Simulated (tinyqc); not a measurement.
Worked calculation: model-solid line-up of a strained alloy layer on a substrate. Values are carried at full precision from step to step, so a last printed digit may differ when a step is redone from the rounded ones.

All values of the alloy are linear in x but the gap, Eg(x) = (1 - x) Eg_A + x Eg_B - C x (1 - x), and the valence edge, Ev(x) = (1 - x) Ev_A + x Ev_B + fv C x (1 - x); Ec = Ev + Eg. Ev is the top of the unstrained valence band on a scale common to all materials. In the layer only the Gamma valley of the conduction band is followed, also where an X or L valley would lie lower.

Values chosen for the exercise (A near InSb, B near InAs, substrate near GaSb; not measured data):
```
symbol  value           unit      meaning
a       (6.478, 6.058)  angstrom  lattice constant of A, B
Eg      (0.237, 0.422)  eV        gap at Gamma to the s-like level of A, B
Dso     (0.806, 0.39)   eV        spin-orbit splitting of A, B
Ev      (0, -0.59)      eV        top of the unstrained valence band of A, B
ac      (-6.88, -5.1)   eV        conduction deformation potential of A, B
av      (0.36, 0.99)    eV        valence hydrostatic potential of A, B
b       (-2.01, -1.78)  eV        tetragonal shear potential of A, B
d       (-4.69, -3.62)  eV        trigonal shear potential of A, B
C11     (68.7, 83.7)    GPa       of A, B
C12     (37.7, 45.4)    GPa       of A, B
C44     (31.5, 39.3)    GPa       of A, B
C       0.772           eV        bowing of the gap
fv      0.6                       share of the bowing taken by the valence edge
x       0.89                      fraction of B
a_s     6.088           angstrom  substrate
face    001                       growth face
Eg_s    0.822           eV        lowest gap of the substrate
Ev_s    -0.03           eV        substrate valence edge
```

## Values of the alloy

Interpolate.

Alloy at x (a in angstrom, C11, C12, C44 in GPa, all else in eV):
```
symbol    value
a        6.1042
Eg       0.3261
Dso      0.4358
Ev      -0.4798
ac      -5.2958
av       0.9207
b       -1.8053
d       -3.7377
C11     82.0500
C12     44.5530
C44     38.4420
```

## Strain on the (001) substrate

Coherent growth on a (001) face: e_par = (a_s - a)/a, e_perp = -2 (C12/C11) e_par; exx = eyy = e_par, ezz = e_perp, no shear.

Use the values of the alloy.

e_par = -0.002654
e_perp = 0.002882

strain tensor in the cubic axes, rows x, y, z and columns alike:
```
[[-0.002654, 0.000000, 0.000000],
 [0.000000, -0.002654, 0.000000],
 [0.000000, 0.000000, 0.002882]]
```

The layer is under compression in the plane; its volume changes by -0.243 %.

## Strained band edges

Strained edges: Ec + ac tr(e); the valence edges are Ev plus the levels of the 6 x 6 matrix of X, Y, Z times spin with -Dso/3 + l exx + m (eyy + ezz) on the diagonal (cyclic), n exy off it, l = av + 2 b, m = av - b, n = sqrt(3) d. Spin-orbit term (Dso/3) L.sigma on X, Y, Z with (L_k)_ij = -i epsilon_kij: <X+|H|Y+> = -i Dso/3, <X+|H|Z-> = Dso/3, <Y+|H|Z-> = -i Dso/3, <Z+|H|X-> = -Dso/3, <Z+|H|Y-> = i Dso/3, <X-|H|Y-> = i Dso/3, and their conjugates; + and - are the spin along z.

Give the hydrostatic shifts, the strain block and the edges.

ac tr(e), av tr(e) (eV): [0.0128, -0.0022]

strain block (eV), rows X, Y, Z and columns alike:
```
[[0.0078, 0, 0],
 [0, 0.0078, 0],
 [0, 0, -0.0222]]
```

Ec and the three valence edges from the top (eV): [-0.1408, -0.4720, -0.4915, -0.9182]

strained gap = 0.3312 eV

Strain moves the gap by +5 meV: +15 meV from the volume and -10 meV from the splitting of the valence edge, which always raises the top.

## Offsets against the substrate material

dEc = Ec(substrate) - Ec(layer), dEv = Ev(layer) - Ev(substrate); positive values confine the carrier in the layer. Type I: both of one sign; type II: opposite signs; type III: the gaps do not overlap.

Give also the smallest gap across the interface, min Ec - max Ev.

dEc = 0.9328 eV
dEv = -0.4420 eV

type: III

smallest gap = -0.1108 eV

The conduction edge of one side lies below the valence edge of the other, so electrons transfer across the interface.

## Critical thickness (Matthews-Blakeslee, single layer)

h = K (ln(h/b) + 1) with K = b (1 - nu/4)/(4 pi |e_par| (1 + nu)) for 60-degree dislocations, b = a/sqrt(2) the Burgers vector (not the shear potential of the table), nu = C12/(C11 + C12). Iterate from h = 10 b until h changes by less than 1e-6 of itself.

b (Burgers vector) = 4.3163 angstrom
nu = 0.3519
K = 87.31 angstrom

first iterates (angstrom): [43.2, 288.4, 454.2, 493.8, 501.2, 502.4]

critical thickness = 50.27 nm

Thicker layers can relax, and the strained edges then no longer apply; metastable growth often exceeds this equilibrium value.

## Checks

- Valence edges against the closed form for (001) strain: they agree to 1e-10 or better.

Computed by tinyqc, a small Python program: `OMP_NUM_THREADS=1 python tinyqc.py 1080630 1080631 out.jsonl` (the numbers bound the seed that draws the inputs); one thread of a shared host (Intel(R) Xeon(R) Processor @ 2.30GHz), about 0.02 s for the whole set of steps.
